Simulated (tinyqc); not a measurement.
RHF in the 6-31g basis, for H2, spin multiplicity 1, step by step. One step of it, computed by the program tinyqc.

Problem. Iteration 2: DIIS coefficients. Solve [B -1; -1 0][c; lambda] = [0; -1] for the coefficients, which sum to one.

B (overlaps of the stored error matrices):
```
[[6.8929237e-02, 1.0381480e-02],
 [1.0381480e-02, 3.4923167e-03]]
```

Give: DIIS coefficients.

Solution.

DIIS coefficients: [-0.1334, 1.1334]
